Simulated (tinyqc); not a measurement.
Inside a calculation. Method: coupled-perturbed Hartree-Fock on RHF in the sto-6g basis, for H4, spin multiplicity 1. Computed by tinyqc, a small Python program that keeps every step (integrals from PySCF). Settings: charge = 0, multiplicity = 1, basis = sto-6g, method = RHF, energy threshold = 1e-10, iteration cap = 78, orthogonalisation = canonical, start = atomic densities, DIIS depth = 6. Command: `OMP_NUM_THREADS=1 python tinyqc.py 31968 31969 out.jsonl` (the two numbers bound the seeds that draw the settings). One thread of a shared host (Intel(R) Xeon(R) Processor @ 2.60GHz), about 0.1 s of CPU time with the checks. The early iterations of the SCF are left out here.

## One-electron integrals

Geometry (angstrom):
```
atom        x        y        z
H     0.00000  0.00000  0.00000
H     0.00000  0.00000  0.93100
H     0.00000  0.00000  2.42600
H     0.00000  0.00000  3.35600
```

Basis sto-6g: exponents (1/bohr^2) and contraction coefficients of normalised primitives:
```
element  l (shell)  exponent  coefficient
H            s (1)  35.52322      0.00916
H            s (1)   6.51314      0.04936
H            s (1)   1.82214      0.16854
H            s (1)   0.62596      0.37056
H            s (1)   0.24308      0.41649
H            s (1)   0.10011      0.13033
```

Overlap, kinetic and nuclear-attraction integrals over the contracted functions; the nuclear repulsion is the sum of Za Zb / Rab.

nuclear repulsion = 2.0853948 hartree

overlap S, order 1H 1s, 2H 1s, 3H 1s, 4H 1s:
$$\begin{pmatrix}
1.00000 & 0.53814 & 0.05930 & 0.01129 \\
0.53814 & 1.00000 & 0.25869 & 0.05940 \\
0.05930 & 0.25869 & 1.00000 & 0.53875 \\
0.01129 & 0.05940 & 0.53875 & 1.00000
\end{pmatrix}$$

kinetic energy T (hartree), order 1H 1s, 2H 1s, 3H 1s, 4H 1s:
$$\begin{pmatrix}
0.76852 & 0.13846 & -0.01069 & -0.00345 \\
0.13846 & 0.76852 & 0.00956 & -0.01070 \\
-0.01069 & 0.00956 & 0.76852 & 0.13887 \\
-0.00345 & -0.01070 & 0.13887 & 0.76852
\end{pmatrix}$$

nuclear attraction V (hartree), order 1H 1s, 2H 1s, 3H 1s, 4H 1s:
$$\begin{pmatrix}
-2.16072 & -1.13633 & -0.10994 & -0.02001 \\
-1.13633 & -2.35565 & -0.50519 & -0.11014 \\
-0.10994 & -0.50519 & -2.35605 & -1.13805 \\
-0.02001 & -0.11014 & -1.13805 & -2.16130
\end{pmatrix}$$

core Hamiltonian H = T + V (hartree), order 1H 1s, 2H 1s, 3H 1s, 4H 1s:
$$\begin{pmatrix}
-1.39220 & -0.99787 & -0.12064 & -0.02347 \\
-0.99787 & -1.58712 & -0.49563 & -0.12085 \\
-0.12064 & -0.49563 & -1.58753 & -0.99918 \\
-0.02347 & -0.12085 & -0.99918 & -1.39278
\end{pmatrix}$$

## Two-electron integrals

Functions are numbered as in S; the eight-fold symmetry (ij|kl) = (ji|kl) = (kl|ij) leaves the list below.

Two-electron integrals (ij|kl) in chemists' order, unique and non-zero (hartree):
```
(11|11) 0.77500   (21|11) 0.34238   (21|21) 0.18858   (22|11) 0.50106
(22|21) 0.34238   (22|22) 0.77500   (31|11) 0.02470   (31|21) 0.01526
(31|22) 0.03217   (31|31) 0.00164   (32|11) 0.08264   (32|21) 0.05757
(32|22) 0.13875   (32|31) 0.00749   (32|32) 0.03799   (33|11) 0.21797
(33|21) 0.14598   (33|22) 0.34685   (33|31) 0.02470   (33|32) 0.13875
(33|33) 0.77500   (41|11) 0.00382   (41|21) 0.00239   (41|22) 0.00510
(41|31) 0.00028   (41|32) 0.00133   (41|33) 0.00510   (41|41) 0.00005
(42|11) 0.01548   (42|21) 0.01050   (42|22) 0.02475   (42|31) 0.00145
(42|32) 0.00751   (42|33) 0.03223   (42|41) 0.00028   (42|42) 0.00165
(43|11) 0.09911   (43|21) 0.06409   (43|22) 0.14618   (43|31) 0.01049
(43|32) 0.05765   (43|33) 0.34287   (43|41) 0.00239   (43|42) 0.01531
(43|43) 0.18905   (44|11) 0.15768   (44|21) 0.09901   (44|22) 0.21806
(44|31) 0.01546   (44|32) 0.08269   (44|33) 0.50141   (44|41) 0.00382
(44|42) 0.02475   (44|43) 0.34287   (44|44) 0.77500
```

## Orthogonalisation

S = U s U^T; canonical form X = U s^(-1/2), so that X^T S X = 1. Each column of U has its largest component positive (the first on a tie).

eigenvalues of S: [0.37021, 0.52453, 1.35981, 1.74545]

X, order 1H 1s, 2H 1s, 3H 1s, 4H 1s:
$$\begin{pmatrix}
0.70997 & 0.75818 & 0.47973 & 0.33758 \\
-0.91733 & -0.61798 & 0.37169 & 0.41478 \\
0.92019 & -0.61496 & -0.37097 & 0.41529 \\
-0.71336 & 0.75601 & -0.47904 & 0.33830
\end{pmatrix}$$

## Iteration 7 (converged): orbitals

converged F (hartree), order 1H 1s, 2H 1s, 3H 1s, 4H 1s:
$$\begin{pmatrix}
-0.27930 & -0.51049 & -0.07710 & -0.00487 \\
-0.51049 & -0.30401 & -0.20117 & -0.07721 \\
-0.07710 & -0.20117 & -0.30441 & -0.51094 \\
-0.00487 & -0.07721 & -0.51094 & -0.27970
\end{pmatrix}$$

Diagonalise F' = X^T F X, C = X C', fill 2 alpha and 2 beta electrons from the bottom; D = 2 C_occ C_occ^T. Each column has its largest component positive (the first on a tie).

F' = X^T F X (hartree):
$$\begin{pmatrix}
0.68179 & 0.00017 & 0.03569 & -0.00004 \\
0.00017 & 0.38738 & 0.00010 & -0.01140 \\
0.03569 & 0.00010 & -0.46336 & 0.00009 \\
-0.00004 & -0.01140 & 0.00009 & -0.56887
\end{pmatrix}$$

orbital energies (hartree): MO1 -0.56901, MO2 -0.46447, MO3 0.38752, MO4 0.68290

coefficients C, order 1H 1s, 2H 1s, 3H 1s, 4H 1s:
$$\begin{pmatrix}
0.34623 & 0.45762 & 0.75372 & 0.72499 \\
0.40701 & 0.40047 & -0.62230 & -0.90571 \\
0.40830 & -0.39901 & -0.62045 & 0.90782 \\
0.34766 & -0.45640 & 0.75230 & -0.72748
\end{pmatrix}$$

D after iteration 7, order 1H 1s, 2H 1s, 3H 1s, 4H 1s:
$$\begin{pmatrix}
0.65859 & 0.64837 & -0.08246 & -0.17697 \\
0.64837 & 0.65207 & 0.01278 & -0.08255 \\
-0.08246 & 0.01278 & 0.65182 & 0.64811 \\
-0.17697 & -0.08255 & 0.64811 & 0.65833
\end{pmatrix}$$

## Convergence

Stop when the energy changes by less than 1e-10 hartree and every element of the error matrix X^T (F D S - S D F) X is below 3e-06.

Course of the cycle:
```
iteration  E (hartree)     change  largest element of the error matrix
1           -1.5090716          -                             3.07e-02
2           -2.1748539  -6.66e-01                             4.87e-02
3           -2.1732830   1.57e-03                             6.77e-02
4           -2.1765740  -3.29e-03                             1.07e-02
5           -2.1766570  -8.30e-05                             3.43e-04
6           -2.1766571  -8.51e-08                             1.95e-06
7           -2.1766571  -7.70e-13                             1.57e-06
```

PySCF RHF in the same basis = -2.1766571 hartree

Converged in 7 iterations.

## Integrals over molecular orbitals

(pq|rs) = sum C_ip C_jq C_kr C_ls (ij|kl), one index at a time.

one-electron integrals over orbitals h = C^T H C (hartree):
$$\begin{pmatrix}
-1.66639 & 0.00009 & 0.11083 & -0.00032 \\
0.00009 & -1.56218 & 0.00037 & 0.10051 \\
0.11083 & 0.00037 & -1.11943 & 0.00006 \\
-0.00032 & 0.10051 & 0.00006 & -0.92715
\end{pmatrix}$$

Two-electron integrals over orbitals (pq|rs), unique and non-zero (hartree):
```
(11|11) 0.43876     (21|11) -0.00071    (21|21) 0.20204     (22|11) 0.43033
(22|21) 0.00062     (22|22) 0.43909     (31|11) -0.04244    (31|21) -0.00019
(31|22) -0.00227    (31|31) 0.10588     (32|11) -0.00037    (32|21) 0.06386
(32|22) 0.00018     (32|31) 0.00026     (32|32) 0.10150     (33|11) 0.42802
(33|21) 0.00046     (33|22) 0.42914     (33|31) -0.01096    (33|32) 0.00012
(33|33) 0.44593     (41|11) 0.00020     (41|21) -0.01851    (41|22) -2.65e-05
(41|31) -0.00031    (41|32) 0.07860     (41|33) -8.19e-09   (41|41) 0.08967
(42|11) -0.05162    (42|21) -0.00016    (42|22) -0.01578    (42|31) 0.10373
(42|32) 0.00033     (42|33) -0.01337    (42|41) -0.00025    (42|42) 0.10863
(43|11) -0.00066    (43|21) 0.19548     (43|22) 0.00064     (43|31) -0.00017
(43|32) 0.06561     (43|33) 0.00051     (43|41) -0.01601    (43|42) -0.00016
(43|43) 0.20798     (44|11) 0.45595     (44|21) -0.00053    (44|22) 0.44823
(44|31) -0.04635    (44|32) -0.00034    (44|33) 0.45949     (44|41) 0.00019
(44|42) -0.05624    (44|43) -0.00053    (44|44) 0.49662
```

## Response to a field: uncoupled start

dipole integrals <a|z|i> (bohr), order a3, a4:
$$\begin{pmatrix}
0.00138 & -1.46174 \\
-0.57162 & 0.00063
\end{pmatrix}$$

Field along z; U_ai = -mu_ai / (e_a - e_i), alpha = -4 sum U_ai mu_ai.

uncoupled U, order a3, a4:
$$\begin{pmatrix}
-0.00144 & 1.71569 \\
0.45659 & -0.00055
\end{pmatrix}$$

uncoupled polarisability = 11.07552 bohr^3

## Coupled step 1

U_ai = -(mu_ai + sum_bj [4 (ai|bj) - (ab|ij) - (aj|bi)] U_bj) / (e_a - e_i); alpha = -4 sum U_ai mu_ai.

U after step 1, order a3, a4:
$$\begin{pmatrix}
-0.00196 & 1.95855 \\
0.50394 & -0.00088
\end{pmatrix}$$

polarisability = 12.60378 bohr^3

## Coupled step 2

As before.

U after step 2, order a3, a4:
$$\begin{pmatrix}
-0.00203 & 1.99324 \\
0.50806 & -0.00091
\end{pmatrix}$$

polarisability = 12.81601 bohr^3

## Coupled polarisability

Repeat until U stops changing; compare with -d2E/dF2.

Course of the coupled iterations:
```
step  alpha (bohr^3)
0           11.07552
1           12.60378
2           12.81601
3           12.84569
4           12.84988
5           12.85048
6           12.85056
7           12.85057
8           12.85057
9           12.85058
10          12.85058
```

coupled polarisability = 12.85058 bohr^3

finite-field check, fields of +/-0.001 au = 12.85063 bohr^3
